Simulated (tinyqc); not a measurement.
On-chip power grid, static voltage drop by conjugate gradients: one step of the calculation.

A grid of 4 rows and 3 columns, node k = 3 row + column. Neighbours in a row are joined by Rx, in a column by Ry; pad nodes, which reach the supply through Rp: 0, 2, 9, 11. Each node draws I0, node 3 draws kh I0. The drops u = Vdd - V solve G u = i, with G the conductance matrix (1/Rp added on the diagonal at pad nodes).

Problem. Worst drop, pad currents and power lost. Pad current u/Rp; worst drop as a share of Vdd; power lost in the grid and pads sum_k i_k u_k; power delivered sum_k i_k (Vdd - u_k).

Values chosen for this exercise: supply voltage Vdd = 0.9 V; resistance from a pad node to the supply Rp = 0.12 ohm; load current of an ordinary node I0 = 1.2 mA; factor on the load at the hot node kh = 5.

converged u (mV):
```
	col 0	col 1	col 2
row 0	0.6779765	0.9328410	0.5347548
row 1	1.4278782	1.1536674	0.9303063
row 2	1.1163465	1.0856715	0.9121136
row 3	0.5750277	0.8691425	0.5162411
```

Wanted: worst drop; share of Vdd; pad currents; power lost; power delivered.

Solution.

worst drop = 1.428 mV
share of Vdd = 0.1587 %
pad currents (mA): node 0 5.650, node 2 4.456, node 9 4.792, node 11 4.302
power lost = 0.01973 mW
power delivered = 17.26 mW

The pad currents add up to the total load, 19.20 mA. The worst drop is at node 3; the hot node is 3.

Program tinyqc, `OMP_NUM_THREADS=1 python tinyqc.py 2770149 2770150 out.jsonl`; Intel Xeon 2.30GHz, shared host, one thread, about 0.3 s.
